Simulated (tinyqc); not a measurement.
What moves the results: interface roughness in a thin film (subband fluctuation and scattering). A value that a table varies takes the place of the one given here.

Square well of width t, barriers V0, c = hbar^2/2m0: E1 solves k t + 2 atan[(k/mz)/(kappa/mb)] = pi, k = sqrt(mz E/c), kappa = sqrt(mb (V0 - E)/c). One interface is rough, so the subband edge fluctuates by G dt with G = |dE1/dt| (central difference of 0.01 angstrom; 2 E1/t for hard walls).

Gaussian roughness spectrum S(q) = pi D^2 Lc^2 exp(-q^2 Lc^2/4). Degenerate gas, taken to fill one subband (the second starts to fill once c kF^2/md exceeds E2 - E1, which is not tested here): kF = sqrt(2 pi Ns/gv), q = 2 kF sin(theta/2), 1/tau = (md/(2 pi c hbar)) G^2 times the integral from 0 to pi of S(q)(1 - cos theta)/eps(q)^2 dtheta, eps(q) = 1 + qs/q with screening (qs = gv md q0/(c eps), q0 = e^2/(4 pi eps0), form factors left out, which overstates the screening; other scattering is left out too, so these values lie far above measured mobilities in all but the thinnest films) or 1 without; mobility = tau c2/md with c2 = e/m0 = 1.75882e15 cm^2/(V s^2); 1e12/cm^2 = 1e-4/angstrom^2.

Constants: hbar^2/2m0 = 3.80998211 eV angstrom^2; hbar = 6.58211957e-16 eV s; e^2/(4 pi eps0) = 14.39964547 eV angstrom.

Values chosen for the exercise (near those of a thin Ge channel on (111), one valley; shifted at random, so the results belong to these values and not to a real crystal): mz = 1.571 m0 (confinement mass); V0 = 2.29 eV (barrier); mb = 0.29 m0 (barrier mass); md = 0.083 m0 (mass in the plane); gv = 1 (valleys); D = 1.5 angstrom (rms height of the roughness); Lc = 42 angstrom (correlation length); Ns = 1.3 x 1e12/cm^2 (sheet density); eps = 12.1 (mean dielectric constant at the channel); ts = (18, 22, 27, 32, 40, 51, 67) angstrom (thicknesses); t = 32 angstrom (film thickness); Ll = (5, 10, 16, 25, 40, 65, 100) angstrom (correlation lengths).

## The sixth-power law

Screened mobility against thickness for the finite barrier and for hard walls.

Results:
```
t (angstrom)  E1 (meV)  G (meV/angstrom)  mobility (cm^2/(V s))  the same, hard walls
18                67.0             7.087               1.45e+04              1.08e+04
22                45.7             3.988               4.56e+04              3.59e+04
27                30.8             2.206               1.49e+05              1.23e+05
32                22.1             1.345               4.01e+05              3.40e+05
40                14.3             0.700               1.48e+06              1.30e+06
51                 8.9             0.343               6.18e+06              5.57e+06
67                 5.2             0.153               3.10e+07              2.86e+07
```

How do the results move?

With hard walls G goes as 1/t^3 and the mobility as t^6. With the finite barrier the local exponent is 5.73 at the thin end and 5.91 at the thick end, since the envelope leaks out and softens the dependence. The least value is 1.45e+04 cm^2/(V s). EF - E1 = 37 meV exceeds about 3 E1, the distance to the next subband of the ladder, from 51 angstrom on, where the one-subband formula no longer holds. The gate field, which also presses carriers to the interface, is left out. Below about 20 angstrom the effective-mass picture is itself doubtful.

## Correlation length

Fixed D; bare and screened mobility.

Results:
```
Lc (angstrom)  kF Lc  bare mobility (cm^2/(V s))  screened mobility (cm^2/(V s))
5               0.14                    4.06e+06                        9.73e+06
10              0.29                    1.06e+06                        2.55e+06
16              0.46                    4.57e+05                        1.10e+06
25              0.71                    2.33e+05                        5.70e+05
40              1.14                    1.57e+05                        4.02e+05
65              1.86                    1.99e+05                        6.02e+05
100             2.86                    3.67e+05                        1.67e+06
```

What can be read from the table?

The bare mobility is lowest at Lc = 40 angstrom of those listed (kF Lc = 1.14). The screened mobility is lowest at Lc = 40 angstrom of those listed (kF Lc = 1.14). Short roughness averages out (mobility as 1/Lc^2; the first two rows give exponent -1.93), and long roughness deflects only by small angles (bare mobility rising as Lc; the last two rows give 1.42).

## What each parameter does

G, G D, and the screened mobility. Each row changes one parameter from the base and keeps the others.

Results:
```
case                   G (meV/angstrom)  G D (meV)  mobility (cm^2/(V s))
base                              1.345       2.02              4.010e+05
t = 28 angstrom                   1.985       2.98              1.842e+05
D = 1.95 angstrom                 1.345       2.62              2.372e+05
Lc = 50 angstrom                  1.345       2.02              4.280e+05
Ns = 2.08 x 1e12/cm^2             1.345       2.02              6.112e+05
mz = 1.807 m0                     1.182       1.77              5.193e+05
md = 0.095 m0                     1.345       2.02              3.390e+05
V0 = 1.6 eV                       1.324       1.99              4.142e+05
eps = 14.5                        1.345       2.02              3.540e+05
```

What does this show?

The largest shifts from the base row, up to three for each result and ties (the steps differ in size, so this ranks the rows, not the parameters). G (meV/angstrom): t +0.639, mz -0.163, V0 -0.022; unchanged at the printed digits by D, Lc, Ns, md and eps. G D (meV): t +0.96, D +0.61, mz -0.24; unchanged at the printed digits by Lc, Ns, md and eps. mobility (cm^2/(V s)): t -2.17e+05, Ns +2.10e+05, D -1.64e+05. In the base case G D is 0.054 times EF - E1 = 37.5 meV.

(tinyqc, `OMP_NUM_THREADS=1 python tinyqc.py 1282246 1282247 out.jsonl`, Intel(R) Xeon(R) Processor @ 2.30GHz, 1 thread, shared host, about 0.01 s.)
